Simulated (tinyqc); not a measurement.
Deep level as a short-range spherical well: one step. The bound level. Two cases, with inputs chosen for the exercise.

Question. Solve for Et; the share outside is [sin^2(kR)/(2 kappa)]/[sin^2(kR)/(2 kappa) + R/2 - sin(2kR)/(4k)].

A spherical well of radius R and depth V0 below the conduction edge, one mass m, c = hbar^2/2m0. The s level at binding Et solves k cot(k R) = -kappa with k = sqrt(m (V0 - Et)/c), kappa = sqrt(m Et/c); it exists for V0 > Vc = c (pi/2R)^2/m. Outside, psi falls as exp(-kappa r)/r.

Constants: hbar^2/2m0 = 3.80998211 eV angstrom^2.

Give: Et; k; kappa; share outside; Vc.

Case 1.

Values chosen (out of a larger set: near those of InP; not measured data): R = 2.2 angstrom (radius of the well); V0 = 27.13 eV (depth of the well); m = 0.084 m0 (mass).

Answer.

Et = 0.3805 eV
k = 0.7680 1/angstrom
kappa = 0.0916 1/angstrom
share outside = 0.821
Vc = 23.123 eV

The well is 1.17 times the critical depth. Since dEt/dV0 equals the share inside, 0.18, a 1 % change of V0 moves Et by 12.8 %. The decay length is 10.9 angstrom, 5.0 times R.

Case 2.

Values chosen (out of a larger set: near those of Ge; not measured data): R = 2.2 angstrom (radius of the well); V0 = 20.65 eV (depth of the well); m = 0.116 m0 (mass).

Answer.

Et = 0.4808 eV
k = 0.7836 1/angstrom
kappa = 0.1210 1/angstrom
share outside = 0.771
Vc = 16.744 eV

The well is 1.23 times the critical depth. Since dEt/dV0 equals the share inside, 0.23, a 1 % change of V0 moves Et by 9.8 %. The decay length is 8.3 angstrom, 3.8 times R.

Computed by tinyqc, one run a case: `OMP_NUM_THREADS=1 python tinyqc.py N N+1 out.jsonl` with N = 1251931, 1252106; one thread of a shared Intel(R) Xeon(R) Processor @ 2.30GHz, about 0.01 s a run at most.
